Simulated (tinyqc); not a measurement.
# Changing the total ligand c_L

Model: potential-pH (Pourbaix) lines of a metal, its cation, its oxide and an oxyanion, with a complexing ligand. Computed by tinyqc, a small Python program. Command: `OMP_NUM_THREADS=1 python tinyqc.py 3011114 3011115 out.jsonl pourb sweep`. One thread of a shared host (Intel(R) Xeon(R) Processor @ 2.30GHz), about 0.01 s of CPU time with the checks.

Potentials are against the standard hydrogen electrode; solids and water have unit activity; dG_f of M, H+ and the electron is zero; F = e N_A and s = R T ln(10)/F. The cation carries z = 2.

Inputs (values chosen for the exercise, modelled on nickel): dG_f of the cation = -46.48 kJ/mol; dG_f of the oxide = -209.96 kJ/mol; dG_f of the oxyanion = -279.77 kJ/mol; dG_f of water = -237.14 kJ/mol; temperature T = 298.15 K; log10 of the dissolved activity a = -4; pH = 9.4; potential E = 0.26 V; log10 of the stability constant beta of ML = 11; pKa of HL = 4.2; limiting current density i_L = 0.00012 A/cm^2; molar volume V_m = 6.59 cm^3/mol.

Species: M, M2+, MO, MO2(2-).

exchange current densities, metal and cathodic (A/cm^2): [1.5e-05, 6.8e-11]

Tafel slopes, anodic and cathodic (mV/decade): [45, 105]

Constants: R = 8.314462618 J/(mol K); e = 1.602176634e-19 C; N_A = 6.02214076e+23 1/mol.

Method:
- M2+ + 2e = M; MO + 2H+ + 2e = M + H2O; MO2(2-) + 4H+ + 2e = M + 2H2O. For each, E0 = -dG/(z F), and E = E0 + (s/z) log10 a - (s n_H/z) pH, with no activity term for the oxide.
- The metal is stable below the lowest of the three lines; above it, the species of the lowest line is stable. Water lines at 1 bar: hydrogen E = -s pH, oxygen E = -dG_f(water)/(2F) - s pH.
- The free ligand is c_L/(1 + 10^(pKa - pH)) (ligand in excess); dissolved metal is a in all, so the free cation is a/alpha, alpha = 1 + beta [L]; the cation line drops by (s/z) log10 alpha.
- Anodic i = i0a 10^((E - E_a)/b_a) with E_a the cation line with ligand; cathodic i = i0c 10^((E_c - E)/b_c) with E_c the oxygen line; supply caps the cathodic current, 1/i_c = 1/i(Tafel) + 1/i_L. E_corr makes the two currents equal. Without the cap it would be [b_c E_a + b_a E_c + b_a b_c log10(i0c/i0a)]/(b_a + b_c). Rate = i V_m/(z F). Films are left out.

One run for each value; columns: (1) total ligand c_L (mol/L); (2) log10 alpha; (3) cation line with ligand (V); (4) etch rate (nm/min); (5) that line less the oxide line (V):
```
(1)         (2)      (3)    (4)      (5)
1.00e-05   6.00  -0.5367  2.459  -0.1214
2.00e-04   7.30  -0.5751  2.459  -0.1599
7.00e-04   7.85  -0.5912  2.459  -0.1760
3.00e-03   8.48  -0.6099  2.459  -0.1947
1.00e-02   9.00  -0.6254  2.459  -0.2102
6.00e-02   9.78  -0.6484  2.459  -0.2332
2.00e-01  10.30  -0.6639  2.459  -0.2486
1.00e+00  11.00  -0.6846  2.459  -0.2693
```

Give the missing row, total ligand c_L (mol/L) = 4.00e-05.

Computed row; columns: (1) total ligand c_L (mol/L); (2) log10 alpha; (3) cation line with ligand (V); (4) etch rate (nm/min); (5) that line less the oxide line (V):
```
(1)        (2)      (3)    (4)      (5)
4.00e-05  6.60  -0.5545  2.459  -0.1392
```

Interpolating between the two neighbouring rows (the first column on a logarithmic scale, the others too where they are positive) misses most in log10 alpha, by 0.48 %. Over the rows, log10 alpha rises from 6.00 to 11.0; cation line with ligand (V) falls from -0.537 to -0.685; etch rate (nm/min) rises from 2.458787 to 2.458818. Once beta [L] exceeds 1, each decade of ligand lowers the cation line by s/z; the etch rate changes by less than 20 % over the rows.

Caution (all rows): other oxidation states, hydroxides and hydrides are left out, and the lines say nothing of rates. Caution (rows 1.00e-5, 4.00e-5, 2.00e-4, 7.00e-4): the ligand is not in tenfold excess over the metal, as assumed. Caution (rows 0.00300, 0.0100, 0.0600, 0.200, 1.00): E_corr lies below the hydrogen line, so hydrogen evolution, left out here, adds cathodic current.
